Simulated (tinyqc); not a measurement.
Coherent potential approximation for a binary alloy with a semi-elliptic band: one step. First step: the average t-matrix. Three cases, with inputs chosen for the exercise.

Question. With S = 0 form G, tA, tB, <t> and the new S.

Site levels eA = -x d (share 1 - x) and eB = (1 - x) d (share x), so that their mean, the virtual crystal, is 0. Pure band: G0(z) = 2 (z - sqrt(z - W) sqrt(z + W))/W^2 with principal roots, density -Im G/pi per site. The medium has a self-energy S(z), G = G0(z - S), z = E + i eta. t_i = (e_i - S)/(1 - (e_i - S) G); the CPA demands <t> = (1 - x) tA + x tB = 0. Iteration: start at S = 0, set S(new) = S + <t>/(1 + <t> G), stop when |<t>| < 1e-9 eV.

Give: eA, eB; G; tA, tB; <t>; S after one step.

Case 1.

Values chosen: W = 2.8 eV (half width of the pure band); x = 0.17 (fraction of B); d = 0.62 eV (eB - eA); eta = 0.056 eV (broadening); E = -0.68 eV (energy).

Answer.

eA, eB (eV): -0.1054  0.5146

G = -0.16989-0.67877i 1/eV

tA, tB (eV): -0.1068-0.0078i  0.4290-0.1378i

<t> = -0.0157-0.0299i eV
S after one step = -0.0164-0.0302i eV

Case 2.

Values chosen: W = 4.1 eV (half width of the pure band); x = 0.39 (fraction of B); d = 5.35 eV (eB - eA); eta = 0.082 eV (broadening); E = -1.92 eV (energy).

Answer.

eA, eB (eV): -2.0865  3.2635

G = -0.22327-0.42140i 1/eV

tA, tB (eV): -1.0530-1.7333i  1.1562-0.9198i

<t> = -0.1914-1.4161i eV
S after one step = -1.8162-1.5589i eV

Case 3.

Values chosen: W = 3 eV (half width of the pure band); x = 0.43 (fraction of B); d = 3.69 eV (eB - eA); eta = 0.06 eV (broadening); E = 2.37 eV (energy).

Answer.

eA, eB (eV): -1.5867  2.1033

G = 0.50951-0.39598i 1/eV

tA, tB (eV): -0.7829-0.2720i  -0.2157-2.5068i

<t> = -0.5390-1.2330i eV
S after one step = 1.6803-2.2601i eV

Computed by tinyqc, one run a case: `OMP_NUM_THREADS=1 python tinyqc.py N N+1 out.jsonl` with N = 1481741, 1482093, 1482131; one thread of a shared Intel(R) Xeon(R) Processor @ 2.30GHz, about 0.01 s a run at most.
